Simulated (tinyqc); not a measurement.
# Worked calculation: free and trapped electrons in a MOS channel with a dense trap tail

Numbers from tinyqc (`OMP_NUM_THREADS=1 python tinyqc.py 2222171 2222172 out.jsonl`; about 0.02 s on one thread of a shared Intel Xeon 2.30GHz). Printed values are rounded.

p-type body, charge-sheet picture, full ionisation (an idealisation for deep acceptors), Boltzmann statistics for free electrons. e = Ec - EF at the surface. Acceptor-like traps of density D(E) = D0 + De exp(-E/Ew) at depth E below Ec, from 0 to Eu, hold n_t = integral of D(E)/(1 + exp((e - E)/Vt)). psi = Eg - Vt ln(Nv/Na) - e; N_dep = sqrt(2 eps0 eps_r Na (psi - Vt)/q); n_f = sqrt(N_dep^2 + 2 eps0 eps_r Vt Nc exp(-e/Vt)/q) - N_dep; Vg = Vfb + psi + q (N_dep + n_t + n_f)/Cox, Cox = eps0 eox/tox.

Parameters, values chosen for the exercise; band and dielectric values close to those of silicon:
```
symbol    value         unit                                             meaning
T           300            K                                         temperature
Eg          1.1           eV                                            band gap
eps_r      11.7                                            relative permittivity
Nc      2.79e19        cm^-3              conduction-band density of states at T
Nv      2.66e19        cm^-3                 valence-band density of states at T
eox         3.9                           relative permittivity of the insulator
tox          43           nm                                 insulator thickness
Na         8e15        cm^-3                                    acceptor density
Vfb       -0.73            V            flat-band voltage without trapped charge
D0       1.1e11  cm^-2 eV^-1  constant background density of acceptor-like traps
De       7.6e13  cm^-2 eV^-1          density of the tail at the conduction edge
Ew         0.13           eV                            decay energy of the tail
Eu          0.7           eV        depth below Ec down to which the traps reach
mf           84   cm^2/(V s)                          mobility of free electrons
e         0.075           eV                              Ec - EF at the surface
```

Constants: q = 1.602176634e-19 C, kB = 1.380649e-23 J/K, Vt = kB T/q, eps0 = 8.8541878128e-14 F/cm where lengths are in cm. Results are converted to the units shown.

## Trapped charge

Trapezoid rule on 15 equal steps from 0 to Eu, f = 1/(1 + exp((e - E)/Vt)).

```
point,E (eV),D(E) f (cm^-2 eV^-1)
0,0,3.96516e12
1,0.0466667,1.33232e13
2,0.0933333,2.49181e13
3,0.14,2.40525e13
4,0.186667,1.79517e13
5,0.233333,1.27095e13
6,0.28,8.92560e12
7,0.326667,6.26862e12
8,0.373333,4.41135e12
9,0.42,3.11405e12
10,0.466667,2.20801e12
11,0.513333,1.57523e12
12,0.56,1.13331e12
13,0.606667,8.24671e11
14,0.653333,6.09121e11
15,0.7,4.58582e11
```

n_t = 5.79772e12 cm^-2

With 1600 steps n_t = 5.819e12 cm^-2; the coarse value is 0.36 % below it.

## Charges and gate voltage

psi, N_dep, n_f and Vg as defined, with the n_t given; free share n_f/(n_f + n_t); apparent mobility mf n_f/(n_f + n_t); gate voltage spent on traps q n_t/Cox.

psi = 0.815360 V
N_dep = 2.85792e11 cm^-2
n_f = 4.85124e11 cm^-2
Vg = 13.1905 V
free share = 7.72141 %
apparent mobility = 6.48599 cm^2/(V s)
gate voltage spent on traps = 11.5670 V
